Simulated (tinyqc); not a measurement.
What each parameter does: ellipsoidal valleys in the axes of a wafer and a channel.

Valleys with axes a along [111], [1-1-1], [-11-1] and [-1-11], one whole valley each; inverse mass tensor w = 1/mt + (1/ml - 1/mt) a a. Device axes: z = nz/|nz|, x = nx/|nx|, y = z cross x; in them a = (ax, ay, az). Confinement mass mz = 1/w_zz. In the plane w_ij is replaced by u_ij = w_ij - w_iz w_jz/w_zz (i, j = x, y); density-of-states mass md = 1/sqrt(det u); conductivity mass along x mc = 1/u_xx; ballistic transport mass mx = u_yy/det u, width mass my = 1/u_yy.

Hard walls: E_n = c (n pi/t)^2/mz, c = hbar^2/2m0, n = 1, 2, 3. Non-degenerate share of a valley proportional to md sum_n exp(-E_n/kT); mean 1/mc = sum of share/mc. 1 nm = 10 angstrom.

Constants: hbar^2/2m0 = 3.80998211 eV angstrom^2; kB = 8.617333262e-05 eV/K.

Values chosen for the exercise (near those of the L valleys of Ge; the results hold for these values, not for the real material): ml = 1.553 m0 (longitudinal mass); mt = 0.082 m0 (transverse mass); nz = (1, 1, 0) (surface normal (confinement)); nx = (1, -1, 1) (channel direction); t = 6.4 nm (thickness of the film); T = 300 K (temperature).

Lowest E1, its share and the mean conductivity mass.

One parameter was then changed.

Results before and after:
```
case     lowest E1 (meV)   share  mean mc (m0)
base               41.26  0.9041        0.1186
changed            41.26  0.9272        0.1177
```

Which of these changes was made? (a) T = 270 K; (b) mt = 0.09 m0; (c) ml = 1.708 m0; (d) t = 7.04 nm.
Answer: (a) T = 270 K. Of the candidates, run in turn, only this one gives the changed row.

All candidates:
```
case           lowest E1 (meV)   share  mean mc (m0)
base                     41.26  0.9041        0.1186
ml = 1.708 m0            40.90  0.9050        0.1192
mt = 0.09 m0             37.94  0.8803        0.1305
t = 7.04 nm              34.10  0.8557        0.1206
T = 270 K                41.26  0.9272        0.1177
```

tinyqc: `OMP_NUM_THREADS=1 python tinyqc.py 1880778 1880779 out.jsonl`; about 0.01 s, one thread, shared Intel(R) Xeon(R) Processor @ 2.30GHz.
